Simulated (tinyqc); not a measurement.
# Threshold-voltage variability of a planar MOSFET, analytic estimates, step by step

Computed by the program tinyqc: `OMP_NUM_THREADS=1 python tinyqc.py 2090118 2090119 out.jsonl`, one thread of a shared Intel Xeon 2.30GHz, about 0.01 s for the whole run. Printed values are rounded.

Three independent sources add in quadrature: random dopants in the depleted layer, metal-gate grains of two orientations, and roughness of the two gate edges acting through the roll-off VT = VT(long) - Vr exp(-L/l). These are first-order estimates: no three-dimensional electrostatics, no percolation.

Parameters, values chosen for the exercise; material values close to those of silicon: temperature T = 293 K; band gap Eg = 1.13 eV; relative permittivity of the semiconductor eps_r = 11.7; conduction-band density of states at T Nc = 2.68e19 cm^-3; valence-band density of states at T Nv = 2.59e19 cm^-3; channel doping Na = 5.9e17 cm^-3; oxide-equivalent thickness in inversion ti = 1.5 nm; gate length L = 32 nm; gate width W = 77 nm; metal grain size G = 15 nm; work-function difference of the two grain orientations dW = 0.15 eV; share of the orientation of higher work function p = 0.5; rms roughness of one gate edge De = 1.9 nm; correlation length of the roughness La = 10 nm; decay length of the threshold roll-off l = 6 nm; prefactor of the roll-off Vr = 1.9 V; subthreshold factor n = 1.39; gm/I of a matched pair gI = 8 1/V; spread of the gain factor of one device sb = 1 %; number of cells Nb = 65536; wanted yield Y = 0.6.

Constants: q = 1.602176634e-19 C, kB = 1.380649e-23 J/K, Vt = kB T/q, eps0 = 8.8541878128e-14 F/cm where lengths are in cm. Results are converted to the units shown.

Range of the model: The depletion depth exceeds L, so source and drain share much of the charge and the dopant estimate is rough. gI s exceeds 0.2, so the linear formula for the current mismatch is only a rough guide.

## Random dopants

ni = sqrt(Nc Nv) exp(-Eg/(2 Vt)), Eg in volts; Cox = 3.9 eps0/ti; Wd = sqrt(4 eps0 eps_r Vt ln(Na/ni)/(q Na)); dopants: s1 = (q/Cox) sqrt(Na Wd/(3 L W)). The slope A1 = s1 sqrt(L W); mean number of dopants Na L W Wd.

Cox = 2.30209 uF/cm^2
Wd = 45.3461 nm
mean number of dopants = 65.9224
A1 = 0.657240 mV um
s1 = 13.2405 mV

Counting alone, 1/sqrt(N) of the depletion voltage q Na Wd/Cox = 186 mV, would give sqrt(3) times more: dopants deep in the layer act less on the surface.

## Metal grains and edge roughness

Grains: Ng = L W/G^2 (at least 1), s2 = dW sqrt(p (1 - p)/Ng). Edges, with exponential correlation and u = W/La: the mean gate length has sL^2 = 2 De^2 (2/u)[1 - (1 - exp(-u))/u]; s3 = sL (Vr/l) exp(-L/l).

Ng = 10.9511
s2 = 22.6638 mV
sL = 1.27745 nm
dVT/dL = 1.52885 mV/nm
s3 = 1.95304 mV

## Total spread, mismatch and leakage

s = sqrt(s1^2 + s2^2 + s3^2). For a pair: s(dVT) = sqrt(2) s; current mismatch sqrt(2) sqrt((gI s)^2 + sb^2); input offset = current mismatch/gI. For a Gaussian VT the off current is log-normal with mean/median = exp(s^2/(2 (n Vt)^2)).

s = 26.3205 mV
s(dVT) = 37.2229 mV
current mismatch = 29.8119 %
input offset = 37.2648 mV
mean/median of Ioff = 1.32475

The grains give 74.1 % of the variance; without them s would be 13.4 mV. A current mismatch this large is beyond the linear estimate.

## Iteration 1: margin in standard deviations for the wanted yield

k at the start = 4

Cells fail independently with probability Q(k) = erfc(k/sqrt(2))/2 when the margin is k standard deviations, and Y = exp(-Nb Q(k)). phi = exp(-k^2/2)/sqrt(2 pi). Newton steps on ln Q(k) = ln(-ln(Y)/Nb): k(new) = k + [ln Q - ln(-ln(Y)/Nb)] Q/phi.

Q(k) = 3.16712e-5
phi = 1.33830e-4
k after iteration 1 = 4.33178

## Iteration 2: margin in standard deviations for the wanted yield

As before.

Q(k) = 7.39537e-6
phi = 3.35959e-5
k after iteration 2 = 4.32021

## Course of the iteration: margin in standard deviations for the wanted yield

Stop when k changes by less than 1e-9, or after 30 iterations.

Course of the iteration:
```
iteration        k  |change|
1          4.33178     0.332
2          4.32021    0.0116
3          4.32019   1.42e-5
4          4.32019  2.12e-11
```

Converged in 4 iterations. At the end the number of correct digits about doubles with each step. With s(dVT) = 37.2 mV, 4.32 standard deviations are 161 mV.
